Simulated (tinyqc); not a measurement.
Defect-molecule model of a vacancy with Jahn-Teller distortion, step by step. Values are carried at full precision from step to step, so a last printed digit may differ when a step is redone from the rounded ones.

Four dangling hybrids a, b, c, d point into the vacancy: H_ii = E0, and -gm between any two. A tetragonal distortion Q pairs a with b and c with d: those two couplings become -gm - I Q and the other four -gm + I Q/2, at an elastic cost k Q^2/2. The a1 level holds two electrons; charge states 2+, + and 0 put n = 0, 1, 2 more into the lowest level of t2 origin. Energy from the 2+ state at Q = 0, with the Fermi level mu counted from Ev: W_n(Q) = n (et - 2 I Q) + k Q^2/2 + Uc n (n - 1)/2 - n mu. et = E0 + gm is the undistorted t2 level.

Parameters, chosen for this exercise (of the size used for the vacancy in silicon; shifted at random, so the results belong to these values and not to a real crystal):
- E0 = -0.16 eV (level of a dangling hybrid, from Ev)
- gm = 0.39 eV (coupling between two dangling hybrids)
- I = 1.13 eV/angstrom (Jahn-Teller coupling)
- k = 18.8 eV/angstrom^2 (force constant of the mode)
- Uc = 0.22 eV (repulsion of two electrons in one orbital)
- Q = 0.1 angstrom (a trial distortion)

## The molecule at a trial distortion

Fill in H at Q.

H (eV):
```
         a        b        c        d
a  -0.1600  -0.5030  -0.3335  -0.3335
b  -0.5030  -0.1600  -0.3335  -0.3335
c  -0.3335  -0.3335  -0.1600  -0.5030
d  -0.3335  -0.3335  -0.5030  -0.1600
```

## One-electron levels

Diagonalise. By symmetry: a + b + c + d at E0 - 3 gm, a + b - c - d at E0 + gm - 2 I Q, and the pair a - b, c - d at E0 + gm + I Q.

levels (eV): -1.3300  0.0040  0.3430  0.3430

The t2 triplet has split by 3 I Q = 0.3390 eV, and its centre has stayed.

## Relaxed charge states

Minimise W_n over Q: Q_n = 2 n I/k, gain n^2 E_JT with E_JT = 2 I^2/k. W_n at mu = 0 is n et - n^2 E_JT + Uc n (n - 1)/2.

E_JT = 0.1358 eV

States:
```
n  charge  Q_n (angstrom)  gain (eV)  W_n (eV)
0      2+          0.0000     0.0000    0.0000
1       +          0.1202     0.1358    0.0942
2       0          0.2404     0.5434    0.1366
```

## Transition levels and the effective U

From the energies W_n of the relaxed states with n = 0, 1, 2 electrons: E(2+/+) = W1 - W0, E(+/0) = W2 - W1, U_eff = E(+/0) - E(2+/+), E(2+/0) = (W2 - W0)/2.

levels above Ev (eV): (2+/+) 0.0942, (+/0) 0.0425, (2+/0) 0.0683

U_eff = -0.0517 eV

U_eff < 0: the second electron is bound more strongly than the first, the + state is never the lowest, and the charge changes by two at 0.0683 eV.

## Vertical against thermal levels

At fixed Q the level for adding the first electron is et - 2 I Q. Capture into 2+ at Q0 = 0 costs et; removal from + at Q1 = 2 I/k takes place at et - 2 E_JT, E_JT = 2 I^2/k; the thermal level lies between, and the Franck-Condon shift is E_JT on each side. et = E0 + gm.

levels (eV): vertical at Q0 0.2300, thermal 0.0942, vertical at Q1 -0.0417

Stokes shift = 0.2717 eV

## Checks

- W2 from the formula against a numerical minimum over Q with the level from H(Q): both 0.13664.

Run: tinyqc, `OMP_NUM_THREADS=1 python tinyqc.py 1482322 1482323 out.jsonl`; Intel(R) Xeon(R) Processor @ 2.30GHz, one thread, shared host; about 0.01 s of CPU time with all checks.
